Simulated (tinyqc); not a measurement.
Fully depleted semiconductor-on-insulator film with two gates, non-linear Poisson equation by Newton steps: one step of the calculation.

One dimension across the film, front interface at x = 0, back interface at x = ts. psi is counted from the intrinsic level, n = ni exp(psi/Vt) (source grounded), holes neglected, acceptors ionised. Gates act through Cox = eps0 eox/tox and Cbox = 3.9 eps0/tb with potentials G1 = Vg - (phiM - chi - Vt ln(Nc/ni)) and G2 = Vb - (phiB - chi - Vt ln(Nc/ni)). Classical Boltzmann densities, no interface charge, no depletion in the back plane.

Task. Electron sheet density, centroid and oxide fields. n_i = ni exp(psi_i/Vt); N_inv = sum w_i n_i with w = ts/10, halved at the ends; centroid sum w n x/N_inv; fields (G1 - psi_0)/tox and (G2 - psi_10)/tb.

Parameters, values chosen for the exercise; band and dielectric values close to those of silicon: temperature T = 300 K; insulator thickness tox = 5.7 nm; film thickness ts = 5.4 nm; buried-oxide thickness (eps_r 3.9) tb = 82 nm.

Constants: q = 1.602176634e-19 C, kB = 1.380649e-23 J/K, Vt = kB T/q. Results are converted to the units shown.

converged psi, node 0 to 10 (V): 0.54456779  0.53121484  0.52118619  0.51341310  0.50730996  0.50252570  0.49883757  0.49609990  0.49421723  0.49312954  0.49280410
ni = 8.7793349e9 cm^-3
G1 = 0.63599663 V
G2 = 0.51599663 V

Wanted: n; N_inv; centroid; field in the front oxide; field in the buried oxide.

Result.

n, node 0 to 10 (cm^-3): 1.2354e19  7.3702e18  5.0004e18  3.7019e18  2.9234e18  2.4295e18  2.1065e18  1.8948e18  1.7618e18  1.6892e18  1.6680e18
N_inv = 1.9380e12 cm^-2
centroid = 1.7433 nm
field in the front oxide = 0.16040 MV/cm
field in the buried oxide = 0.0028284 MV/cm

The centroid lies at 0.32 of the film, so the electrons fill the film, with n at the back 0.135 times that at the front.

Range of the model: In so thin a film or at such density quantum confinement moves the charge away from the interfaces and raises the threshold.

tinyqc, about 0.5 s, one thread, Intel Xeon 2.30GHz (shared host): `OMP_NUM_THREADS=1 python tinyqc.py 2190161 2190162 out.jsonl`
